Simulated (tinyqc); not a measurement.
Inside a calculation. Method: G0W0 on RHF in the sto-6g basis, for H2, spin multiplicity 1. One step of it, computed by the program tinyqc.

Task: G0W0 on Hartree-Fock: HOMO. W(p,q,m) = sqrt2 sum_ia (pq|ia) (X+Y)_ia,m; Sigma_c(x) = sum_(i,m) W^2/(x - e_i + w_m) + sum_(a,m) W^2/(x - e_a - w_m); solve x = e_p + Sigma_c(x) by Newton steps; Z = 1/(1 - dSigma/dx); 1 hartree = 27.211386 eV.

orbital energies (hartree): MO1 -0.460068, MO2 0.395092

Two-electron integrals over orbitals (pq|rs), unique and non-zero (hartree):
```
(11|11) 0.610625   (21|21) 0.203027   (22|11) 0.608745   (22|22) 0.638977
```

excitation energies w (hartree): 1.194060

X + Y:
```
            1
1>2  0.846273
```

Give: The 12 largest terms at x = e_p; Newton steps; quasiparticle energy of the HOMO; Hartree-Fock value.

Result:

The 12 largest terms at x = e_p (hartree; W for the signs of X + Y given):

| q | m | W | term |
|---|---|---|---|
| 2 | 1 | 0.2430 | -0.0288 |

Newton steps (hartree):

| step | x | Sigma_c(x) | Z |
|---|---|---|---|
| 0 | -0.4601 | -0.0288 | 0.9861 |
| 1 | -0.4885 | -0.0284 | 0.9865 |
| 2 | -0.4885 | -0.0284 | 0.9865 |

quasiparticle energy of the HOMO = -13.2924 eV

Hartree-Fock value = -12.5191 eV
